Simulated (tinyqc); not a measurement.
What each parameter does: six-band Luttinger-Kohn model with strain.

Six-band Luttinger-Kohn model in the basis |3/2,3/2>, |3/2,1/2>, |3/2,-1/2>, |3/2,-3/2>, |1/2,1/2>, |1/2,-1/2>, electron energies, zero at the top of the unstrained valence band. H = -[rows: (P+Q, -S, R, 0, -S/r2, r2 R); (-S*, P-Q, 0, R, -r2 Q, r32 S); (R*, 0, P-Q, S, r32 S*, r2 Q); (0, R*, S*, P+Q, -r2 R*, -S*/r2); (-S*/r2, -r2 Q, r32 S, -r2 R, P+Dso, 0); (r2 R*, r32 S*, r2 Q, -S/r2, 0, P+Dso)], r2 = sqrt(2), r32 = sqrt(3/2). Levels are twofold.

P = c g1 k^2 - av tr(e); Q = c g2 (kx^2 + ky^2 - 2 kz^2) - (b/2)(exx + eyy - 2 ezz); R = c sqrt3 [-g2 (kx^2 - ky^2) + 2i g3 kx ky] + (sqrt3/2) b (exx - eyy) - i d exy; S = 2 c sqrt3 g3 (kx - i ky) kz - d (exz - i eyz); c = hbar^2/2m0, e the strain tensor (not engineering shear).

s11 = (C11 + C12)/((C11 - C12)(C11 + 2 C12)), s12 = -C12/((C11 - C12)(C11 + 2 C12)), s44 = 1/C44; exx = s11 sxx + s12 (syy + szz) and cyclic, exy = s44 sxy/2; tension is positive. A uniaxial stress X along the unit vector n is s_ij = X n_i n_j.

Constants: hbar^2/2m0 = 3.80998211 eV angstrom^2.

Values chosen for the exercise (near those of Ge; the results hold for these values, not for the real material): Dso = 0.276 eV (spin-orbit splitting); g1 = 13.34 (Luttinger gamma1); g2 = 4.18 (gamma2); g3 = 5.62 (gamma3); av = 1.21 eV (valence hydrostatic potential); b = -2.51 eV (tetragonal shear potential); d = -5.04 eV (trigonal shear potential); C11 = 133.6 GPa; C12 = 49.5 GPa; C44 = 67.6 GPa; load = uniaxial [110] (kind of stress); X = 2.43 GPa (stress).

Edges at k = 0 under a uniaxial [110] stress X and the curvature mass of the top pair along [110] (step 0.0002 1/angstrom).

One parameter was then changed.

Results before and after:
```
case     top (eV)  second (eV)  third (eV)  mass (m0)
base       0.0719      -0.0196     -0.2904      0.289
changed    0.0717      -0.0239     -0.3408      0.293
```

Which of these changes was made? (a) C44 = 54.08 GPa; (b) g1 = 16.008; (c) d = -6.048 eV; (d) C11 = 160.32 GPa; (e) g3 = 4.496; (f) C12 = 39.6 GPa; (g) Dso = 0.331 eV.

Answer: (g) Dso = 0.331 eV. Of the candidates, run in turn, only this one gives the changed row.

All candidates:
```
case              top (eV)  second (eV)  third (eV)  mass (m0)
base                0.0719      -0.0196     -0.2904      0.289
Dso = 0.331 eV      0.0717      -0.0239     -0.3408      0.293
d = -6.048 eV       0.0783      -0.0183     -0.2980      0.323
g1 = 16.008         0.0719      -0.0196     -0.2904      0.163
C12 = 39.6 GPa      0.0700      -0.0172     -0.2873      0.312
C44 = 54.08 GPa     0.0800      -0.0180     -0.3001      0.332
g3 = 4.496          0.0719      -0.0196     -0.2904      0.212
C11 = 160.32 GPa    0.0644      -0.0188     -0.2875      0.345
```

The Luttinger parameters multiply k^2 and cannot move the edges; av shifts all edges alike and leaves the mass.

tinyqc: `OMP_NUM_THREADS=1 python tinyqc.py 1080149 1080150 out.jsonl`; about 0.03 s, one thread, shared Intel(R) Xeon(R) Processor @ 2.30GHz.
